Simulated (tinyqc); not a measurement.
Avalanche multiplication and breakdown of a junction from ionisation integrals. From breakdown voltage back to doping gradient a. Computed by tinyqc, a small Python program. Command: `OMP_NUM_THREADS=1 python tinyqc.py 3031973 3031974 out.jsonl impact inv`. One thread of a shared host (Intel(R) Xeon(R) Processor @ 2.30GHz), about 0.06 s of CPU time with the checks.

Ionisation coefficients follow the local field. Position x runs through the depletion layer from the p side (x = 0), where electrons enter, to the n side (x = w), where holes enter. The built-in voltage is neglected.

Inputs (values chosen for the exercise, modelled on germanium):
```
quantity                   value  unit
electron prefactor a_n  1.63e+07  1/cm
electron field b_n      1.58e+06  V/cm
hole prefactor a_p      9.66e+06  1/cm
hole field b_p          1.27e+06  V/cm
exponent c                     1     -
permittivity eps              16     -
```

Junction: linearly graded.

Constants: e = 1.602176634e-19 C; eps_0 = 8.8541878128e-12 F/m.

Method:
- alpha_n = a_n exp(-(b_n/F)^c), alpha_p = a_p exp(-(b_p/F)^c).
- Field F = F_m [1 - (2x/w - 1)^2], w = sqrt(8 eps eps_0 F_m/(e a)), V = (2/3) F_m w.
- With Phi(x) = int_0^x (alpha_n - alpha_p) dx': 1 - 1/M_n = I_n = int_0^w alpha_n exp(-Phi) dx and M_p = M_n exp(-Phi(w)); trapezoid rule on 401 even points; breakdown at I_n = 1.
- Solve I_n(F_m) = 1.

Task: A run gave the result below. Find the doping gradient a, known to lie between 1.9e+20 and 4.6e+20 1/cm^4.

breakdown voltage = 34.32486 V

Result:

Each step takes the trial c = (a f_b - b f_a)/(f_b - f_a), f being the result less the target and a, b, c the logarithms of the listed values; c replaces end b, the old b replaces a if the sign of f changed, and otherwise f_a is halved.

Scan of the range:
```
doping gradient a (1/cm^4)  breakdown voltage (V)
1.90e+20                                  37.2879
2.20e+20                                  35.1463
2.55e+20                                  33.1178
2.96e+20                                  31.1919
3.43e+20                                  29.4019
3.97e+20                                  27.7310
4.60e+20                                  26.1470
```

False position (Illinois rule, in the logarithm of the input) inside the bracket:
```
step        end a        end b        trial  breakdown voltage (V)
1     2.20000e+20  2.55000e+20  2.33554e+20                34.3098
2     2.20000e+20  2.33554e+20  2.33061e+20                34.3390
3     2.33554e+20  2.33061e+20  2.33300e+20                34.3249
4     2.33061e+20  2.33300e+20  2.33300e+20                34.3249
```

Breakdown voltage falls at every point of a 13-point scan of the range (every second point is shown), so one value fits; it is bracketed by 2.20e20 and 2.55e20. Answer: doping gradient a = 2.333e20 1/cm^4.
